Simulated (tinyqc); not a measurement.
Shallow donor in an anisotropic valley (effective-mass theory): one step. Scan over the shape. Two cases, with inputs chosen for the exercise.

Problem. For each ratio b/a = 0.2, 0.3, ..., 0.9 the best scale follows from a = -2 T1/V1, with T1 and V1 taken at a = 1 angstrom.

One valley: H = -c [(d2/dx2 + d2/dy2)/mt + (d2/dz2)/ml] - q/(eps r), c = hbar^2/2m0, q = e^2/(4 pi eps0). Trial function exp(-sqrt((x^2 + y^2)/a^2 + z^2/b^2)) with a > b: T = (c/3)(2/(mt a^2) + 1/(ml b^2)), V = -(q/eps) atan(u/b)/u, u = sqrt(a^2 - b^2). The central cell of the impurity is left out.

Constants: hbar^2/2m0 = 3.80998211 eV angstrom^2; e^2/(4 pi eps0) = 14.39964547 eV angstrom.

Case 1.

Values chosen (out of a larger set: near those of AlAs; not measured data):
- ml = 1.126 m0 (longitudinal mass)
- mt = 0.194 m0 (transverse mass)
- eps = 10.3 (dielectric constant)

Case 2.

Values chosen (out of a larger set: near those of AlAs; not measured data):
- ml = 1.143 m0 (longitudinal mass)
- mt = 0.189 m0 (transverse mass)
- eps = 10.4 (dielectric constant)

Give: Scan.

Solution.

Case 1.

Scan:
```
b/a  a (angstrom)  b (angstrom)  E (meV)
0.2         42.26          8.45  -23.117
0.3         27.62          8.29  -33.590
0.4         22.78          9.11  -38.812
0.5         20.83         10.41  -40.583
0.6         20.03         12.02  -40.460
0.7         19.77         13.84  -39.373
0.8         19.81         15.85  -37.835
0.9         20.03         18.02  -36.116
```

The best listed ratio is 0.5; (mt/ml)^(1/2) = 0.42 and (mt/ml)^(1/3) = 0.56 are common guesses.

Case 2.

Scan:
```
b/a  a (angstrom)  b (angstrom)  E (meV)
0.2         42.60          8.52  -22.715
0.3         28.06          8.42  -32.742
0.4         23.28          9.31  -37.618
0.5         21.36         10.68  -39.185
0.6         20.59         12.36  -38.965
0.7         20.37         14.26  -37.852
0.8         20.44         16.35  -36.328
0.9         20.68         18.61  -34.646
```

The best listed ratio is 0.5; (mt/ml)^(1/2) = 0.41 and (mt/ml)^(1/3) = 0.55 are common guesses.

Computed by tinyqc, one run a case: `OMP_NUM_THREADS=1 python tinyqc.py N N+1 out.jsonl` with N = 1250994, 1251366; one thread of a shared Intel(R) Xeon(R) Processor @ 2.30GHz, about 0.01 s a run at most.
